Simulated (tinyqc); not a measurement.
Choice of the trial orbital: Wannier function of the lower band of a two-orbital chain.

H(k) = [[-d/2 - 2 ta cos k, -t1 - t2 exp(-ik)], [-t1 - t2 exp(ik), d/2 - 2 tb cos k]], k in 1/a, Bloch sums with exp(ikR) and without the positions inside the cell. Mesh k_j = 2 pi j/N. Projection gauge: each lower eigenvector u is multiplied by the phase that makes <trial|u> real and positive (the one-band case of Loewdin orthogonalisation). Wannier amplitudes w(R) = (1/N) sum_k exp(ikR) u(k); hoppings H(R) = (1/N) sum_k exp(-ikR) E(k).

Inputs chosen for the exercise: d = -0.81 eV (A at -d/2, B at +d/2); t1 = 2.12 eV (A-B in the cell); t2 = 0.78 eV (B to A of the next cell); ta = -0.28 eV (A-A between cells); tb = 0.11 eV (B-B between cells); xb = 0.58 a (position of B (A at 0)).

N = 16. Centre, Omega_I and Omega_D from overlaps (b = 2 pi/N, M_j = u_j^+ diag(1, exp(-i b xb)) u_(j+1); Omega_D = (1/(N b^2)) sum (arg M_j + b centre)^2).

Trial angle:

| th (deg) | smallest projection | centre (a) | Omega_I (a^2) | Omega_D (a^2) |
|---|---|---|---|---|
| 0 | 0.606 | 0.3246 | 0.10301 | 0.01662 |
| 30 | 0.922 | 0.3246 | 0.10301 | 0.00044 |
| 45 | 0.980 | 0.3246 | 0.10301 | 0.00034 |
| 60 | 0.963 | 0.3246 | 0.10301 | 0.00296 |
| 75 | 0.869 | 0.3246 | 0.10301 | 0.00905 |
| 90 | 0.711 | 0.3246 | 0.10301 | 0.02197 |

Give the missing row, th (deg) = 15.

Computed row:
```
th (deg)  smallest projection  centre (a)  Omega_I (a^2)  Omega_D (a^2)
15                      0.792      0.3246        0.10301        0.00429
```

Omega_I is the same for all. Omega_D is smallest at 45 degrees (0.00034) and largest at 90 (0.02197). The centre does not move.

(tinyqc, `OMP_NUM_THREADS=1 python tinyqc.py 1452080 1452081 out.jsonl`, Intel(R) Xeon(R) Processor @ 2.30GHz, 1 thread, shared host, about 0.2 s.)
